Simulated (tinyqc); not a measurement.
Inside a calculation. Method: CCSD on RHF in the 6-31g basis, for He, spin multiplicity 1. One step of it, computed by the program tinyqc.

Task: Iteration 1: diagonalisation and new density. Diagonalise F' = X^T F X, C = X C', fill 1 alpha and 1 beta electrons from the bottom; D = 2 C_occ C_occ^T. Each column has its largest component positive (the first on a tie).

Fock matrix F (hartree), order 1He 1s, 1He 2s:
$$\begin{pmatrix}
-0.550332 & -1.001367 \\
-1.001367 & -0.430869
\end{pmatrix}$$

X, order 1He 1s, 1He 2s:
$$\begin{pmatrix}
1.169047 & 0.553145 \\
-1.169047 & 0.553145
\end{pmatrix}$$

Give: F' = X^T F X; orbital energies; coefficients C; D after iteration 1.

Result:

F' = X^T F X (hartree):
$$\begin{pmatrix}
1.3961 & -0.0773 \\
-0.0773 & -0.9130
\end{pmatrix}$$

orbital energies (hartree): MO1 -0.9156, MO2 1.3987

coefficients C, order 1He 1s, 1He 2s:
$$\begin{pmatrix}
0.5919 & -1.1499 \\
0.5138 & 1.1869
\end{pmatrix}$$

D after iteration 1, order 1He 1s, 1He 2s:
$$\begin{pmatrix}
0.7006 & 0.6082 \\
0.6082 & 0.5280
\end{pmatrix}$$
